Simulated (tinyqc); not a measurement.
Gupta-type many-body potential for a metal: one step, computed by the program tinyqc. Command: `OMP_NUM_THREADS=1 python tinyqc.py 3000927 3000928 out.jsonl gupta walk`. One thread of a shared host (Intel(R) Xeon(R) Processor @ 2.30GHz), about 0.01 s of CPU time with the checks.

E_i = sum_j A exp(-p (r_ij/r0 - 1)) - xi rho_i^gamma, with rho_i = sum_j exp(-2 q (r_ij/r0 - 1)); gamma = 1/2 is the tight-binding second-moment form. The crystal is fcc unless stated; d is the neighbour distance and a fixed number of shells is kept.

Problem. Unrelaxed vacancy. Each neighbour j of the vacancy loses one repulsive term and one density term: E_v = sum_shells count x {-repulsion - xi [(rho - density)^gamma - rho^gamma]}. (The removed atom returns to a bulk-like site, so its own energy cancels.)

Inputs (values chosen for the exercise, modelled on nickel): hopping xi = 1.1 eV; embedding exponent gamma = 0.5.

Shells:
```
shell  count  r (angstrom)  repulsion (eV)    density
1         12      2.571287      0.02164624  0.9261591
```

density rho = 11.11391

repulsive energy = 0.2597549 eV

Give: vacancy energy E_v; ratio E_v/E_c, E_c = xi rho^gamma less the repulsive energy.

Solution.

vacancy energy E_v = 1.614 eV

ratio E_v/E_c, E_c = xi rho^gamma less the repulsive energy = 0.4736

A pair potential gives E_v = E_c; here the ratio is 0.47, as the remaining bonds of the neighbours strengthen when one is lost.
